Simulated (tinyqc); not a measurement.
CCSD on RHF in the 3-21g basis, for H3+, spin multiplicity 1, step by step (part 2 of 2). Computed by tinyqc, a small Python program that keeps every step (integrals from PySCF). Command: `OMP_NUM_THREADS=1 python tinyqc.py 29375 29376 out.jsonl` (the two numbers bound the seeds that draw the settings). One thread of a shared host (Intel(R) Xeon(R) Processor @ 2.60GHz), about 0.2 s of CPU time with the checks.

Geometry (angstrom):
```
atom         x         y         z
H     0.000000  0.000000  0.000000
H     0.000000  0.000000  0.983000
H     0.000000  0.858000  0.479000
```

## CCSD: convergence

E_corr = 1/4 sum <ij||ab> t_ij^ab + 1/2 sum <ij||ab> t_i^a t_j^b; stop when the norm of the change is below 1e-8.

Course of the amplitude iterations:
```
update  correlation energy (hartree)  norm of the change
0                        -0.02355505                   -
1                        -0.02966207            5.84e-02
2                        -0.03145175            1.89e-02
3                        -0.03229677            6.29e-03
4                        -0.03229314            1.13e-04
5                        -0.03229322            1.42e-05
6                        -0.03229310            3.29e-06
7                        -0.03229315            3.81e-07
8                        -0.03229315            3.27e-08
9                        -0.03229315            2.51e-09
```

Converged amplitudes (spin orbitals 1a, 1b, ...; amplitudes related by a flip of all spins are not repeated):
```
from      to          t
1a 1b  2a 2b  -0.081960
1a 1b  3a 3b  -0.080366
1a 1b  2a 5b   0.035470
1a 1b  3a 6b   0.035254
1a 1b  6a 6b  -0.024204
1a 1b  5a 5b  -0.023995
1a 1b  4a 4b  -0.022079
1a        4a   0.008243
1a 1b  3a 4b  -0.000593
1a        3a  -0.000422
1a 1b  4a 6b   0.000299
1a        6a   0.000167
1a 1b  2a 4b   0.000023
1a        2a   0.000016
1a 1b  4a 5b  -0.000011
1a        5a  -0.000006
1a 1b  2a 6b   1.72e-06
1a 1b  3a 5b  -1.26e-06
1a 1b  5a 6b  -1.95e-07
1a 1b  2a 3b  -1.85e-07
```

CCSD total energy = -1.28815198 hartree

T1 diagnostic, norm of the one-spin t1 over sqrt(correlated electrons) = 0.005837

Converged in 9 updates, with DIIS from the third.
